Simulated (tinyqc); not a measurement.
## Gate voltage for a given inversion charge

Problem. p-type body, charge-sheet picture, depletion and inversion only, full ionisation (an idealisation for deep acceptors), Boltzmann statistics (rough once Na exp(x - xn) passes about Nc/7). In units of Vt: xg = (Vg - Vfb)/Vt, x = psi/Vt, G = gamma/sqrt(Vt), xn = (2 phiF + Vc)/Vt. The implicit equation is (xg - x)^2 = G^2 [x - 1 + exp(x - xn)] for x above about 3. Cox = eps0 eox/tox. ni = sqrt(Nc Nv) exp(-Eg/(2 Vt)), Eg in volts; phiF = Vt ln(Na/ni); gamma = sqrt(2 q eps0 eps_r Na)/Cox. N_inv = (Cox Vt G/q) [sqrt(x - 1 + exp(x - xn)) - sqrt(x - 1)]. Find x - xn, psi and Vg.

Inputs (values chosen for the exercise); band and dielectric values close to those of silicon:

| symbol | value | unit | meaning |
|---|---|---|---|
| T | 400 | K | temperature |
| Eg | 1.13 | eV | band gap |
| eps_r | 11.9 |  | relative permittivity |
| Nc | 4.28e19 | cm^-3 | conduction-band density of states at T |
| Nv | 4.06e19 | cm^-3 | valence-band density of states at T |
| eox | 3.9 |  | relative permittivity of the gate insulator (close to silicon dioxide) |
| tox | 5.5 | nm | insulator thickness |
| Na | 5.8e16 | cm^-3 | acceptor density |
| Vfb | -0.73 | V | flat-band voltage |
| Vc | 0 | V | channel-body voltage |

Constants: q = 1.602176634e-19 C, kB = 1.380649e-23 J/K, Vt = kB T/q, eps0 = 8.8541878128e-14 F/cm where lengths are in cm. Results are converted to the units shown.

N_inv = 2.5e11 cm^-2

Answer. N_inv rises steadily with x, so it fixes x; the implicit equation then gives xg directly.

x - xn = 2.813
psi = 0.7735 V
Vg = 0.2989 V

tinyqc, about 0.01 s, one thread, Intel Xeon 2.30GHz (shared host): `OMP_NUM_THREADS=1 python tinyqc.py 2122060 2122061 out.jsonl`
